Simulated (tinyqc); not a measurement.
Active against total: solid solubility of a dopant against its melt (retrograde solidus), clustering and the electrically active fraction. Computed by tinyqc, a small Python program. Command: `OMP_NUM_THREADS=1 python tinyqc.py 3028740 3028741 out.jsonl retro walk`. One thread of a shared host (Intel(R) Xeon(R) Processor @ 2.30GHz), about 0.01 s of CPU time with the checks.

Inputs (values chosen for the exercise, for a model dopant): atoms per cluster m = 3; cluster scale N* at 1273 K = 3.1e+20 1/cm^3; activation energy E_b of the cluster scale = 0.54 eV; anneal temperature T_a = 1050 K.

Clustering: clusters of m atoms, electrons left out.

Constants: k_B = 8.617333262e-05 eV/K.

Method. A highly soluble donor (another dopant than that of the solidus) is limited by clustering. Donors N_a are active, and clusters hold m atoms each: N_t = N_a + m C, m C = N* (N_a/N*)^m, with N*(T) = N*(1273 K) exp[-(E_b/k_B)(1/T - 1/1273)].

Active density (1/cm^3):
```
N_t (1/cm^3)  N_a at T_a  fraction  N_a at T_a + 150 K  N_a at T_a - 150 K
1.00e+19      9.9179e+18   0.99179          9.9812e+18          9.4761e+18
3.00e+19      2.8126e+19   0.93754          2.9513e+19          2.2751e+19
1.00e+20      7.0497e+19   0.70497          8.7369e+19          4.4767e+19
2.00e+20      1.0434e+20   0.52171          1.4375e+20          6.0907e+19
5.00e+20      1.5934e+20   0.31868          2.3957e+20          8.7505e+19
1.00e+21      2.1083e+20   0.21083          3.2851e+20          1.1295e+20
2.00e+21      2.7369e+20   0.13684          4.3551e+20          1.4445e+20
5.00e+21      3.7998e+20   0.07600          6.1408e+20          1.9832e+20
```

What follows from these numbers?

The exponent d ln N_a/d ln N_t falls from 0.95 to 0.36, towards 1/m = 0.333. At the highest dose a 150 K hotter anneal gives 1.62 times the active density, and a later step 150 K cooler would cut it to 0.52 if it ran to equilibrium: short hot anneals come last. For ionised donors far above n_i the electrons enter the mass action too and halve the limiting exponent.

Extremes, crossings and ranges named in words are read from the listed rows.
